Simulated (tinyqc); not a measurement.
Worked calculation: plane-wave Kohn-Sham cycle with exchange-only LDA in a layered model solid. One step of it, computed by the program tinyqc.

Task: Iteration 2: Hamiltonian at one k. H(m,m') = (k + G_m)^2/2 delta + V(G_m - G_m'), with V(-G) = V(G).

A solid whose potential varies along x alone (atomic units):

| parameter | value |
|---|---|
| period a | 4.000000 |
| cross-section of the cell | 15.000000 |
| electrons per cell | 2 |
| grid points | 16 |
| plane waves -n..n, n | 3 |
| k points | 1 |
| V1 in V1 cos(2 pi x/a) | -0.110000 |

V(G_m), m = 0, 1, 2, ... (hartree): -0.316365  -0.049344  0.000090  0.000001  0.000000  0.000000  0.000000

k = 0.000000 2 pi / a

Give: H.

Result:

H (hartree):
```
         -3       -2       -1       +0       +1       +2       +3
-3  10.7869  -0.0493   0.0001   0.0000   0.0000   0.0000   0.0000
-2  -0.0493   4.6184  -0.0493   0.0001   0.0000   0.0000   0.0000
-1   0.0001  -0.0493   0.9173  -0.0493   0.0001   0.0000   0.0000
+0   0.0000   0.0001  -0.0493  -0.3164  -0.0493   0.0001   0.0000
+1   0.0000   0.0000   0.0001  -0.0493   0.9173  -0.0493   0.0001
+2   0.0000   0.0000   0.0000   0.0001  -0.0493   4.6184  -0.0493
+3   0.0000   0.0000   0.0000   0.0000   0.0001  -0.0493  10.7869
```
